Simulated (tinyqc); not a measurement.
Gain against bias and Miller's formula: avalanche multiplication and breakdown of a junction from ionisation integrals. Computed by tinyqc, a small Python program. Command: `OMP_NUM_THREADS=1 python tinyqc.py 3029209 3029210 out.jsonl impact walk`. One thread of a shared host (Intel(R) Xeon(R) Processor @ 2.30GHz), about 0.01 s of CPU time with the checks.

Ionisation coefficients follow the local field. Position x runs through the depletion layer from the p side (x = 0), where electrons enter, to the n side (x = w), where holes enter. The built-in voltage is neglected.

Inputs (values chosen for the exercise, modelled on GaAs):

| quantity | value | unit |
|---|---|---|
| electron prefactor a_n | 205000 | 1/cm |
| electron field b_n | 585000 | V/cm |
| hole prefactor a_p | 233000 | 1/cm |
| hole field b_p | 660000 | V/cm |
| exponent c | 1.8 | - |
| permittivity eps | 12.9 | - |
| layer width W | 0.7 | micrometre |

Junction: p-i-n with uniform field.

Constants: e = 1.602176634e-19 C; eps_0 = 8.8541878128e-12 F/m.

Method:
- alpha_n = a_n exp(-(b_n/F)^c), alpha_p = a_p exp(-(b_p/F)^c).
- Uniform field F = F_m, w = W, V = F_m W.
- With Phi(x) = int_0^x (alpha_n - alpha_p) dx': 1 - 1/M_n = I_n = int_0^w alpha_n exp(-Phi) dx and M_p = M_n exp(-Phi(w)); trapezoid rule on 401 even points; breakdown at I_n = 1.
- Solve I_n(F_m) = 1.
- Miller's exponent n is defined by 1 - 1/M = (V/V_B)^n for the larger M.

breakdown voltage = 24.9438 V

critical field F_m = 0.356339 MV/cm

Gain:

| V/V_B | V (V) | F_m (MV/cm) | M_n | M_p | Miller exponent n |
|---|---|---|---|---|---|
| 0.50 | 12.472 | 0.17817 | 1.003 | 1.000 | 8.4206 |
| 0.60 | 14.966 | 0.21380 | 1.032 | 1.008 | 6.7917 |
| 0.70 | 17.461 | 0.24944 | 1.153 | 1.057 | 5.6576 |
| 0.80 | 19.955 | 0.28507 | 1.513 | 1.241 | 4.8448 |
| 0.90 | 22.449 | 0.32071 | 2.765 | 1.981 | 4.2600 |
| 0.95 | 23.697 | 0.33852 | 5.352 | 3.584 | 4.0325 |
| 0.98 | 24.445 | 0.34921 | 13.157 | 8.479 | 3.9128 |
| 0.99 | 24.694 | 0.35278 | 26.177 | 16.662 | 3.8755 |

What does the comparison show, and why?

The larger gain passes 2 between 0.800 and 0.900 of V_B and reaches 26.2 at 0.99. Miller's exponent runs from 3.9 to 8.4, so it is not a constant: a fit holds over a narrow range only. From the first row to the last the voltage grows by a factor 1.98 and the peak field by 1.98.

Extremes, crossings and ranges named in words are read from the listed rows.
